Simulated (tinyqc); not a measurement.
Band gaps under pressure and temperature from deformation potentials: sweeps and comparisons. A value that a table varies takes the place of the one given here.

Murnaghan: V/V0 = (1 + Bp P/B0)^(-1/Bp), B0 = (C11 + 2 C12)/3. Each gap moves by a ln(V/V0) with its volume potential a, and falls with temperature by aV T^2/(T + bV) (Varshni); the two effects are added. No change of phase is considered.

Constants: hc = 1239.841984 eV nm.

Inputs chosen for the exercise (near those of InP, the X and L potentials typical of such crystals; not measured data):
```
symbol  value                 unit   meaning
Eg      1.405                 eV     gap at Gamma to the s-like level at 0 K, 0 GPa
EgX     2.347                 eV     gap to X at 0 K, 0 GPa
EgL     2.004                 eV     gap to L at 0 K, 0 GPa
C11     99.4                  GPa
C12     56.1                  GPa
Bp      4.01                         pressure derivative of the bulk modulus
aG      -6.65                 eV     volume potential of the Gamma gap
aX      1.95                  eV     volume potential of the X gap
aL      -3.4                  eV     volume potential of the L gap
aV      (0.371, 0.45, 0.357)  meV/K  Varshni alpha of Gamma, X, L
bV      (169, 193, 173)       K      Varshni beta of Gamma, X, L
T       300                   K      temperature
P       3.6                   GPa    pressure
```

## Gaps against pressure

The last column is the linear form E0 + c1 P for Gamma, c1 = -aG/B0.

Gaps (eV):
```
P (GPa)  ln(V/V0)  Gamma      X      L  lowest  Gamma, linear
0.00       0.0000  1.334  2.265  1.936   Gamma          1.334
1.25      -0.0171  1.448  2.231  1.994   Gamma          1.452
2.50      -0.0331  1.554  2.200  2.049   Gamma          1.570
3.75      -0.0482  1.654  2.171  2.100   Gamma          1.687
5.00      -0.0624  1.749  2.143  2.148   Gamma          1.805
6.25      -0.0758  1.838  2.117  2.194   Gamma          1.923
7.50      -0.0886  1.923  2.092  2.237   Gamma          2.041
8.75      -0.1007  2.003  2.069  2.278   Gamma          2.159
10.00     -0.1123  2.080  2.046  2.318       X          2.277
```

Over 10 GPa Gamma moves by +0.746, L by +0.382 and X by -0.219 eV. The lowest valley changes: Gamma to X between 8.75 and 10.00 GPa, and the fundamental gap peaks at 2.046 eV on these points. The linear form overshoots by 196 meV at the end, because the crystal stiffens; the gap is linear in ln V, not in P.

## Gaps against temperature

At the pressure P; wavelength hc/E of the lowest gap.

Gaps (eV):
```
T (K)   Gamma       X       L  lowest  wavelength (nm)
0      1.7138  2.2565  2.1619   Gamma            723.4
50     1.7096  2.2518  2.1579   Gamma            725.2
100    1.7000  2.2411  2.1488   Gamma            729.3
200    1.6736  2.2106  2.1236   Gamma            740.8
300    1.6426  2.1743  2.0940   Gamma            754.8
400    1.6095  2.1350  2.0622   Gamma            770.3
500    1.5752  2.0941  2.0293   Gamma            787.1
600    1.5401  2.0522  1.9956   Gamma            805.0
```

From 0 to 100 K the Gamma gap falls by 13.8 meV, from 500 to 600 K by 35.0 meV: quadratic below bV, linear with a slope tending to aV = 0.371 meV/K above. Gamma stays lowest. A pressure of 0.76 GPa, with the slope -aG/B0 at zero pressure, would undo the fall of the Gamma gap from 0 to 300 K.

## What each parameter does

Gaps at P and T. Each row changes one parameter from the base and keeps the others.

Results:
```
case             Gamma (eV)  X (eV)  L (eV)
base                 1.6426  2.1743  2.0940
T = 350 K            1.6262  2.1549  2.0783
C11 = 89.46 GPa      1.6564  2.1702  2.1010
C12 = 50.49 GPa      1.6583  2.1697  2.1020
Bp = 4.411           1.6399  2.1751  2.0926
aG = -7.315 eV       1.6735  2.1743  2.0940
aX = 1.755 eV        1.6426  2.1834  2.0940
aL = -3.74 eV        1.6426  2.1743  2.1097
P = 3.24 GPa         1.6142  2.1826  2.0794
```

The largest shifts from the base row, up to three for each result and ties (the steps differ in size, so this ranks the rows, not the parameters). Gamma (eV): aG +0.0309, P -0.0284, T -0.0164; unchanged at the printed digits by aX and aL. X (eV): T -0.0194, aX +0.0091, P +0.0083; unchanged at the printed digits by aG and aL. L (eV): aL +0.0158, T -0.0157, P -0.0145; unchanged at the printed digits by aG and aX.

tinyqc: `OMP_NUM_THREADS=1 python tinyqc.py 1051188 1051189 out.jsonl`; about 0.01 s, one thread, shared Intel(R) Xeon(R) Processor @ 2.30GHz.
